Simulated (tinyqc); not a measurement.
Charge neutrality of a doped semiconductor with incomplete ionisation. From majority density n back to donor depth E_D. Computed by tinyqc, a small Python program. Command: `OMP_NUM_THREADS=1 python tinyqc.py 3031473 3031474 out.jsonl dopant inv`. One thread of a shared host (Intel(R) Xeon(R) Processor @ 2.30GHz), about 0.04 s of CPU time with the checks.

Energies are counted from the top of the valence band; E_D is measured down from the conduction band and E_A up from the valence band.

Inputs (values chosen for the exercise, modelled on diamond): gap at 0 K E_g0 = 5.43 eV; Varshni alpha = 0.000506 eV/K; Varshni beta = 1490 K; electron mass m_e = 0.574 m_0; valleys M_c = 6; hole mass m_h = 0.791 m_0; donor density N_D = 2e+19 cm^-3; donor degeneracy g_D = 2; temperature T = 450 K; iteration cap = 60.

Doping: n-type. Statistics of the bands: Boltzmann. Solver: Newton steps on the logarithm. Start of Newton steps: intrinsic level E_i.

Constants: m_0 = 9.1093837015e-31 kg; k_B = 1.380649e-23 J/K; h = 6.62607015e-34 J s; k_B = 8.617333262e-05 eV/K.

Method:
- E_g = E_g0 - alpha T^2/(T + beta).
- N_c = 2 M_c (2 pi m_e k_B T/h^2)^(3/2) and N_v = 2 (2 pi m_h k_B T/h^2)^(3/2), masses in units of m_0.
- n_i = sqrt(N_c N_v) exp(-E_g/(2 k_B T)); E_i = E_g/2 + (k_B T/2) ln(N_v/N_c).
- n = N_c exp((E_F - E_g)/k_B T), p = N_v exp(-E_F/k_B T).
- N_D+ = N_D/(1 + g_D exp((E_F - E_g + E_D)/k_B T)).
- Neutrality: p + N_D+ = n + N_A-; the log ratio is ln[(p + N_D+)/(n + N_A-)].
- Newton steps from the start named, with the slope from a central difference of 1e-6 eV; the function is the log ratio y = ln[(p + N_D+)/(n + N_A-)]; the bracket -0.3 to E_g + 0.3 eV is narrowed by the sign of y at each step, and a step that would leave it is replaced by its midpoint; stop when |log ratio| < 1e-9.

Task: A run gave the result below. Find the donor depth E_D, known to lie between 0.36 and 0.77 eV.

majority density n = 4.366033e+16 cm^-3

Result:

Each step takes the trial c = (a f_b - b f_a)/(f_b - f_a), f being the result less the target and a, b, c the logarithms of the listed values; c replaces end b, the old b replaces a if the sign of f changed, and otherwise f_a is halved.

Scan of the range:
```
donor depth E_D (eV)  majority density n (cm^-3)
0.360                                3.31568e+17
0.409                                1.76964e+17
0.464                                8.72728e+16
0.526                                3.92841e+16
0.598                                1.55343e+16
0.678                                5.53887e+15
0.770                                1.69155e+15
```

False position (Illinois rule, in the logarithm of the input) inside the bracket:
```
step     end a     end b     trial  majority density n (cm^-3)
1     0.464000  0.526000  0.520018                 4.24305e+16
2     0.464000  0.520018  0.516864                 4.41901e+16
3     0.520018  0.516864  0.517811                 4.36539e+16
4     0.516864  0.517811  0.517800                 4.36603e+16
5     0.516864  0.517800  0.517800                 4.36604e+16
6     0.517800  0.517800  0.517800                 4.36603e+16
```

Majority density n falls at every point of a 13-point scan of the range (every second point is shown), so one value fits; it is bracketed by 0.464 and 0.526. Answer: donor depth E_D = 0.5178 eV.
